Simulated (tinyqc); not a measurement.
Inside a calculation. Method: G0W0 on RHF in the sto-3g basis, for Li+, spin multiplicity 1. One step of it, computed by the program tinyqc.

Task: G0W0 on Hartree-Fock: LUMO. W(p,q,m) = sqrt2 sum_ia (pq|ia) (X+Y)_ia,m; Sigma_c(x) = sum_(i,m) W^2/(x - e_i + w_m) + sum_(a,m) W^2/(x - e_a - w_m); solve x = e_p + Sigma_c(x) by Newton steps; Z = 1/(1 - dSigma/dx); 1 hartree = 27.211386 eV.

orbital energies (hartree): [-2.736765, -0.180035, -0.094515, -0.094515, -0.094515]

Two-electron integrals over orbitals (pq|rs), unique and non-zero (hartree):
```
(11|11) 1.661917    (21|11) -0.179091   (21|21) 0.029694    (22|11) 0.398950
(22|21) -0.009460   (22|22) 0.282245    (31|31) 0.009708    (32|31) 0.013460
(32|32) 0.060914    (33|11) 0.396386    (33|21) -0.006021   (33|22) 0.285613
(33|33) 0.312946    (41|41) 0.009708    (42|41) 0.013460    (42|42) 0.060914
(43|43) 0.016869    (44|11) 0.396386    (44|21) -0.006021   (44|22) 0.285613
(44|33) 0.279207    (44|44) 0.312946    (51|51) 0.009708    (52|51) 0.013460
(52|52) 0.060914    (53|53) 0.016869    (54|54) 0.016869    (55|11) 0.396386
(55|21) -0.006021   (55|22) 0.285613    (55|33) 0.279207    (55|44) 0.279207
(55|55) 0.312946
```

excitation energies w (hartree): [2.615444, 2.661596, 2.661596, 2.661596]

X + Y, order 1>2, 1>3, 1>4, 1>5:
```
[[0.988712, 0.000000, 0.000000, 0.000000],
 [0.000000, 0.996359, 0.000000, 0.000000],
 [0.000000, 0.000000, 0.996359, 0.000000],
 [0.000000, 0.000000, 0.000000, 0.996359]]
```

Give: The 12 largest terms at x = e_p; Newton steps; quasiparticle energy of the LUMO; Hartree-Fock value.

Result:

The 12 largest terms at x = e_p (hartree; W for the signs of X + Y given):
```
q  m       W       term
1  1   0.042   3.33e-04
3  2   0.019  -1.31e-04
4  3   0.019  -1.31e-04
5  4   0.019  -1.31e-04
2  1  -0.013  -6.69e-05
```

Newton steps (hartree):
```
step       x  Sigma_c(x)      Z
0     -0.180   -1.26e-04  1.000
1     -0.180   -1.26e-04  1.000
```

quasiparticle energy of the LUMO = -4.902 eV

Hartree-Fock value = -4.899 eV
